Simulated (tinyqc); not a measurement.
Inside a calculation. Model: single-photon avalanche diode, trigger probability and counting.

Program tinyqc, `OMP_NUM_THREADS=1 python tinyqc.py 2630035 2630036 out.jsonl`; Intel Xeon 2.30GHz, shared host, one thread, about 0.01 s. Printed values are rounded.

A multiplication layer of width W with the uniform field V/W; alpha = an exp(-bn/E) for electrons, beta = ap exp(-bp/E) for holes (local model, no dead space). a = alpha W, b = beta W. Electrons enter at x = 0, holes at x = W. P0 is the probability that an electron entering at 0 starts a lasting avalanche, PW the same for a hole entering at W.

Parameters, values chosen for the exercise; ionisation coefficients close to those of indium phosphide: electron prefactor an = 1.15e7 1/cm; electron field bn = 3.02 MV/cm; hole prefactor ap = 4.89e6 1/cm; hole field bp = 2.53 MV/cm; width of the multiplication layer W = 1 um; excess bias Vx = 6.3 V; probability that a photon makes a pair that enters the layer eta = 0.48; thermal generation rate in the layer Gd = 15000 1/s; dead time td = 5 ns; diode capacitance Cd = 31 fF; quench resistance Rq = 200 kohm; trapping probability per avalanche carrier pa = 2.4e-8; trap release time tt = 7.3 ns; photon rate nph = 1.1e7 1/s.

Constants: q = 1.602176634e-19 C. Results are converted to the units shown.

## Ionisation integrals at and above breakdown

breakdown voltage VB = 41.8928 V

Breakdown: ln(a/b) = a - b with a not equal to b. VB is given; V = VB + Vx.

E at VB = 0.418928 MV/cm
a at VB = 0.850980
b at VB = 1.16548
E at V = 0.481928 MV/cm
a = 2.18369
b = 2.56667

At VB, ln(a/b) = -0.3145 equals a - b.

## Iteration 1: trigger probability by substitution

P0 at the start = 0.5

PW = P0 exp(b - a)/(1 - P0 + P0 exp(b - a)); P0(new) = 1 - (1 - PW)^(a/b).

PW = 0.594593
P0 after iteration 1 = 0.536126

## Iteration 2: trigger probability by substitution

As before.

PW = 0.628957
P0 after iteration 2 = 0.569798

## Course of the iteration: trigger probability by substitution

Stop when P0 changes by less than 1e-9, or after 400 iterations. The rule counts as met only at a root strictly between 0 and 1.

Course of the iteration:
```
iteration        P0  |change|
1          0.536126    0.0361
2          0.569798    0.0337
3          0.600778    0.0310
4          0.628975    0.0282
5          0.654410    0.0254
6          0.677191    0.0228
7          0.697481    0.0203
8          0.715477    0.0180
9          0.731389    0.0159
...             ...       ...
146        0.851612   2.29e-9
147        0.851612   2.04e-9
148        0.851612   1.82e-9
149        0.851612   1.63e-9
150        0.851612   1.45e-9
151        0.851612   1.30e-9
152        0.851612   1.16e-9
153        0.851612   1.04e-9
154        0.851612  9.25e-10
```

Converged in 154 iterations. At the end each change is about 0.89 times the one before: linear convergence.

## Detection, dark counts, afterpulses and dead-time loss

P0 = 0.851612
Pm = 0.873717

Pm is the mean trigger probability of pairs made evenly in the layer. PDP = eta P0; dark counts Gd Pm; avalanche charge Cd Vx/q; afterpulse probability pa (Cd Vx/q) exp(-td/tt) Pm; true rate n = nph PDP + dark counts; measured n/(1 + n td) (non-paralysable) or n exp(-n td) (paralysable); recharge time Rq Cd.

PDP = 0.408774
dark counts = 13105.8 1/s
avalanche charge = 1.21897e6 electrons
afterpulse probability = 1.28858 %
true rate = 4.50962e6 1/s
measured, non-paralysable = 4.41018e6 1/s
measured, paralysable = 4.40907e6 1/s
recharge time = 6.2 ns

Dead time hides 2.2 % of the events in the first model and 2.2 % in the second.
